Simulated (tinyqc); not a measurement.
Comparisons within one model: electrons shared among three sets of ellipsoidal valleys. A value that a table varies takes the place of the one given here.

F_j(eta) = (1/Gamma(j + 1)) integral_0^infinity x^j dx/(1 + exp(x - eta)), which tends to exp(eta) for eta << 0.

Sets X, L, Gamma: N_i = M_i times N = 2 (m kB T/(4 pi c))^(3/2) with c = hbar^2/2m0, in 1/angstrom^3; times 1e24 for 1/cm^3, m = (ml mt^2)^(1/3); n = sum_i N_i F_1/2((EF - dE_i)/kT), energies from the edge of the first set; mu_drift = sum of share times mobility.

Constants: hbar^2/2m0 = 3.80998211 eV angstrom^2; kB = 8.617333262e-05 eV/K.

Parameters, chosen for this exercise (masses and offsets near those of AlAs; mobilities are free inputs, held fixed; not measured data): dE = (0, 0.27, 0.784) eV (edges of X, L, Gamma above the first); M = (3, 4, 1) (valleys in each set); ml = (0.924, 1.265, 0.154) m0 (longitudinal masses of X, L, Gamma); mt = (0.219, 0.1484, 0.154) m0 (transverse masses); mu = (350, 410, 1600) cm^2/(V s) (mobility of each set); n = 2.6e+18 1/cm^3 (total electron density); T = 200 K.

## Transfer between valleys with temperature

Offsets, masses and mobilities are held fixed; n is fixed too, so the high values of T stand for hot electrons, not for the lattice.

Populations:
```
T (K),EF (eV),share X,share L,share Gamma,mu_drift
77,0.0045,1.0000,0.0000,0.0000,350
150,-0.0078,1.0000,0.0000,0.0000,350
300,-0.0452,1.0000,0.0000,0.0000,350
450,-0.0925,0.9990,0.0010,0.0000,350
600,-0.1465,0.9942,0.0058,0.0000,350
900,-0.2697,0.9682,0.0318,0.0000,352
1200,-0.4090,0.9275,0.0725,0.0000,354
2000,-0.8361,0.8182,0.1810,0.0008,362
```

How do the results move?

The share of X goes from 1.000 to 0.818 and the mean mobility from 350 to 362 cm^2/(V s). X holds more than L throughout. The share of Gamma is at most 0.00083.

## Transfer between valleys with doping

Parabolic valleys; band tails and gap narrowing are left out.

Populations:
```
n (1/cm^3),EF (eV),share X,share L,share Gamma,mu_drift
1.0e+16,-0.1165,1.0000,0.0000,0.0000,350
1.0e+17,-0.0768,1.0000,0.0000,0.0000,350
1.0e+18,-0.0364,1.0000,0.0000,0.0000,350
3.0e+18,-0.0161,1.0000,0.0000,0.0000,350
1.0e+19,0.0095,1.0000,0.0000,0.0000,350
3.0e+19,0.0417,1.0000,0.0000,0.0000,350
1.0e+20,0.1043,1.0000,0.0000,0.0000,350
```

What can be read from the table?

The share of X stays near 1.000, so the mean mobility hardly moves. X holds more than L throughout. The share of Gamma is at most 6.2e-20.

## Moving the second set by strain or alloying

The second entry of dE is replaced by the values listed; a negative value puts that set lowest.

Populations:
```
offset (eV),EF (eV),share X,share L,share Gamma,mu_drift
-0.100,-0.1200,0.0031,0.9969,0.0000,410
-0.050,-0.0709,0.0538,0.9462,0.0000,407
0.000,-0.0322,0.4861,0.5139,0.0000,381
0.025,-0.0233,0.7912,0.2088,0.0000,363
0.050,-0.0200,0.9400,0.0600,0.0000,354
0.100,-0.0189,0.9965,0.0035,0.0000,350
0.150,-0.0188,0.9998,0.0002,0.0000,350
0.200,-0.0188,1.0000,0.0000,0.0000,350
0.300,-0.0188,1.0000,0.0000,0.0000,350
```

What does this show?

The share of X goes from 0.003 to 1.000 and the mean mobility from 410 to 350 cm^2/(V s). X and L hold equal numbers between offset = 0 and 0.025 eV. The share of Gamma is at most 1.9e-21. With Boltzmann statistics the first two sets are equal at kT ln(N_2/N_1) = 0.0010 eV.

## What moves the populations

All else solved anew. Each row changes one parameter from the base and keeps the others.

Results:
```
case,EF (eV),share X,share L,share Gamma,mu_drift (cm^2/(V s))
base,-0.0188,1.0000,0.0000,0.0000,350
T = 250 K,-0.0314,1.0000,0.0000,0.0000,350
n = 7.8e+18 1/cm^3,0.0037,1.0000,0.0000,0.0000,350
"dE = (0, 0.216, 0.784) eV",-0.0188,1.0000,0.0000,0.0000,350
"mt = (0.219, 0.1781, 0.154) m0",-0.0188,1.0000,0.0000,0.0000,350
"ml = (0.924, 1.518, 0.154) m0",-0.0188,1.0000,0.0000,0.0000,350
"mu = (420, 410, 1600) cm^2/(V s)",-0.0188,1.0000,0.0000,0.0000,420
```

What does this show?

The largest shifts from the base row, up to three for each result and ties (the steps differ in size, so this ranks the rows, not the parameters). EF (eV): n +0.0225, T -0.0126; unchanged at the printed digits by dE, mt, ml and mu. share X: unchanged at the printed digits by T, n, dE, mt, ml and mu. share L: unchanged at the printed digits by T, n, dE, mt, ml and mu. share Gamma: unchanged at the printed digits by T, n, dE, mt, ml and mu. mu_drift (cm^2/(V s)): mu +70; unchanged at the printed digits by T, n, dE, mt and ml.

Run: tinyqc, `OMP_NUM_THREADS=1 python tinyqc.py 1652167 1652168 out.jsonl`; Intel(R) Xeon(R) Processor @ 2.30GHz, one thread, shared host; about 0.01 s of CPU time with all checks.
